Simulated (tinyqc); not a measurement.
Overlap of hydrogenic dopants: pairs, impurity band and the Mott density: one step. The impurity band at this density. Four cases, with inputs chosen for the exercise.

Question. Form R/aB, t, B = 2 z t and N^(1/3) aB. Two estimates of the gap between the Hubbard bands: u - B (rigid bands, closing at B = u) and the Hubbard-III rule, which closes at B = (2/sqrt3) u; give B/u.

Ry* = Ry m/eps^2, aB = a0 eps/m. For 1s orbitals a distance rho = R/aB apart, in Ry*: overlap S = exp(-rho)(1 + rho + rho^2/3), J = (2/rho)(1 - (1 + rho) exp(-2 rho)) (attraction to the other ion), Kx = 2 (1 + rho) exp(-rho) (exchange of one electron). One electron on a pair has E = -1 - (J +/- Kx)/(1 +/- S), without the repulsion 2/rho of the ions. Hopping after orthogonalisation: t = (Kx - S J)/(1 - S^2), half the splitting. Dopants on a lattice with z neighbours, n = 1/R^3 (simple cubic), give a band of width B = 2 z t, as on any lattice of two interpenetrating sublattices. Valleys, central cells and disorder are left out.

Case 1.

Values chosen (out of a larger set: an isotropic mass and dielectric constant of the size used for donors in GaN; not measured data): N = 0.019 1/aB^3 (dopant density); z = 6 (neighbours in the dopant lattice); u = 0.945 Ry* (cost of a second electron on one dopant).

Ry* = 29.88879 meV

Case 2.

Values chosen (out of a larger set: an isotropic mass and dielectric constant of the size used for donors in Ge; not measured data): N = 0.0033 1/aB^3 (dopant density); z = 6 (neighbours in the dopant lattice); u = 1.25 Ry* (cost of a second electron on one dopant).

Ry* = 6.34272 meV

Case 3.

Values chosen (out of a larger set: an isotropic mass and dielectric constant of the size used for donors in Ge; not measured data): N = 0.027 1/aB^3 (dopant density); z = 6 (neighbours in the dopant lattice); u = 0.945 Ry* (cost of a second electron on one dopant).

Ry* = 6.18215 meV

Case 4.

Values chosen (out of a larger set: an isotropic mass and dielectric constant of the size used for donors in GaAs; not measured data): N = 0.021 1/aB^3 (dopant density); z = 6 (neighbours in the dopant lattice); u = 1.25 Ry* (cost of a second electron on one dopant).

Ry* = 5.72994 meV

Give: R/aB; t; B; N^(1/3) aB; B/u.

Answer.

Case 1.

R/aB = 3.7476
t = 0.11102 Ry*

B: in Ry* 1.332, in meV 39.818

N^(1/3) aB = 0.2668
B/u = 1.410

Both rules close the gap: a metal (at such spacings hopping beyond nearest neighbours, left out, counts too). Mott's screening rule, N^(1/3) aB = 0.26, puts this density at its limit, barely on the metallic side.

Case 2.

R/aB = 6.7168
t = 0.01049 Ry*

B: in Ry* 0.126, in meV 0.798

N^(1/3) aB = 0.1489
B/u = 0.101

Both rules leave a gap: an insulator at T = 0. Mott's screening rule, N^(1/3) aB = 0.26, puts this density on the insulating side.

Case 3.

R/aB = 3.3333
t = 0.15046 Ry*

B: in Ry* 1.806, in meV 11.162

N^(1/3) aB = 0.3000
B/u = 1.911

Both rules close the gap: a metal (at such spacings hopping beyond nearest neighbours, left out, counts too). Mott's screening rule, N^(1/3) aB = 0.26, puts this density on the metallic side.

Case 4.

R/aB = 3.6246
t = 0.12157 Ry*

B: in Ry* 1.459, in meV 8.359

N^(1/3) aB = 0.2759
B/u = 1.167

Both rules close the gap: a metal (at such spacings hopping beyond nearest neighbours, left out, counts too). Mott's screening rule, N^(1/3) aB = 0.26, puts this density on the metallic side.

Computed by tinyqc, one run a case: `OMP_NUM_THREADS=1 python tinyqc.py N N+1 out.jsonl` with N = 1450345, 1450666, 1450685, 1450781; one thread of a shared Intel(R) Xeon(R) Processor @ 2.30GHz, about 0.01 s a run at most.
